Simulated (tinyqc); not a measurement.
Virtual-crystal alloy in the empirical-pseudopotential method: one step. The six lowest plane waves at X. Two cases, with inputs chosen for the exercise.

Question. k = (1,0,0) with the small basis G = (0,0,0), (-2,0,0), (-1,1,1), (-1,-1,-1), (-1,1,-1), (-1,-1,1) in place of the full one.

Empirical pseudopotential on the fcc lattice, atoms at +/- tau, tau = a (1,1,1)/8, no spin-orbit coupling. H(G,G') = c (2 pi/a)^2 |k + G|^2 delta + VS(q) cos(q.tau) + i VA(q) sin(q.tau), q = G - G', c = hbar^2/2m0; k and G in units of 2 pi/a; VS at |q|^2 = 3, 8, 11 and VA at 3, 4, 11, in rydberg, zero elsewhere. At each k the basis holds all G with |k + G|^2 up to 16; energies are counted from the fourth level at Gamma.

Constants: hbar^2/2m0 = 3.80998211 eV angstrom^2; Ry = 13.60569312 eV.

Give: H in this small basis.

Case 1.

a = 5.600720 angstrom

VS at 3, 8, 11 (Ry): -0.2242400  0.0176800  0.0648800

VA at 3, 4, 11 (Ry): 0.0000000  0.0000000  0.0000000

Answer.

H in this small basis (eV):
```
           000    -200  -1+1+1  -1-1-1  -1+1-1  -1-1+1
000      4.795       0  -2.157   2.157  -2.157  -2.157
-200         0   4.795   2.157  -2.157  -2.157  -2.157
-1+1+1  -2.157   2.157   9.590  -0.241       0       0
-1-1-1   2.157  -2.157  -0.241   9.590       0       0
-1+1-1  -2.157  -2.157       0       0   9.590   0.241
-1-1+1  -2.157  -2.157       0       0   0.241   9.590
```

Case 2.

a = 5.610840 angstrom

VS at 3, 8, 11 (Ry): -0.2227951  0.0153992  0.0632442

VA at 3, 4, 11 (Ry): 0.0000000  0.0000000  0.0000000

Answer.

H in this small basis (eV):
```
           000    -200  -1+1+1  -1-1-1  -1+1-1  -1-1+1
000      4.778       0  -2.143   2.143  -2.143  -2.143
-200         0   4.778   2.143  -2.143  -2.143  -2.143
-1+1+1  -2.143   2.143   9.556  -0.210       0       0
-1-1-1   2.143  -2.143  -0.210   9.556       0       0
-1+1-1  -2.143  -2.143       0       0   9.556   0.210
-1-1+1  -2.143  -2.143       0       0   0.210   9.556
```

Computed by tinyqc, one run a case: `OMP_NUM_THREADS=1 python tinyqc.py N N+1 out.jsonl` with N = 1081044, 1081103; one thread of a shared Intel(R) Xeon(R) Processor @ 2.30GHz, about 0.2 s a run at most.
